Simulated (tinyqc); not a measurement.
# Changing the etch time t

Model: anisotropic wet etching of Si(100): plane rates, V-grooves, membranes and undercut. Computed by tinyqc, a small Python program. Command: `OMP_NUM_THREADS=1 python tinyqc.py 3002078 3002079 out.jsonl wetetch sweep`. One thread of a shared host (Intel(R) Xeon(R) Processor @ 2.30GHz), about 0.01 s of CPU time with the checks.

A long slot opens the mask on a (100) wafer. The floor etches at R100; (111) walls stand at theta = arctan(sqrt2) = 54.7356 degrees to the surface and recede at R111 along their normal.

Inputs (values chosen for the exercise, close to those used for tetramethylammonium hydroxide solutions):
```
quantity,value,unit
prefactor k0 of the (100) rate,4.5e+08,um/min
"activation energy of (100), E",0.623,eV
ratio (100)/(111) at 80 C,39,-
"extra energy of (111), dE",0.11,eV
ratio (100)/oxide at 80 C,2200,-
"extra energy of the oxide, dE_ox",0.24,eV
bath temperature T,45,C
"width w (mask opening along <110>, or membrane width in the design step)",15,um
misalignment of the mask,0,degrees
```

Constants: k_B = 8.617333262e-05 eV/K.

Method:
- R100 = k0 exp(-E/(k_B T)); a ratio given at 80 C scales as exp[(extra energy/k_B)(1/T - 1/353.15 K)]; R111 and R_ox follow by division.
- Temperatures in kelvin are T(C) + 273.15.
- A misaligned edge exposes ledges and adds R100 sin(misalignment) to the lateral rate (a simple estimate): u = R111/sin(theta) + R100 sin(misalignment). Top width W = w + 2 u t; floor width b = W - 2 z/tan(theta) = W - sqrt2 z. The floor lasts until b = 0, at t_V = w/(sqrt2 R100 - 2u); depth z = R100 t before t_V and W/sqrt2 after.

One run for each value:
```
etch time t (min),depth z (um),top width W (um),floor width b (um)
1,0.06,15.00,14.92
2,0.12,15.01,14.83
4.1,0.25,15.01,14.66
8.4,0.51,15.02,14.30
17,1.03,15.04,13.58
35,2.13,15.09,12.08
71,4.32,15.18,9.07
140,8.52,15.36,3.31
290,11.13,15.74,0.00
600,11.70,16.54,0.00
```

What does the table show, and why?

Over the rows, depth z (um) rises from 0.0609 to 11.7 (exponent d ln y / d ln x 1.0 between the first rows and 0.068 between the last); top width W (um) rises from 15.0 to 16.5 (exponent d ln y / d ln x 2.5e-4 between the first rows and 0.068 between the last); floor width b (um) falls from 14.9 to 0, flat over part of the range. At the low end the exponent of depth z is 1.00, close to 1: the floor etches at a constant rate. The depth is R100 t while the floor lasts; after the V has closed only the slow undercut deepens the groove.
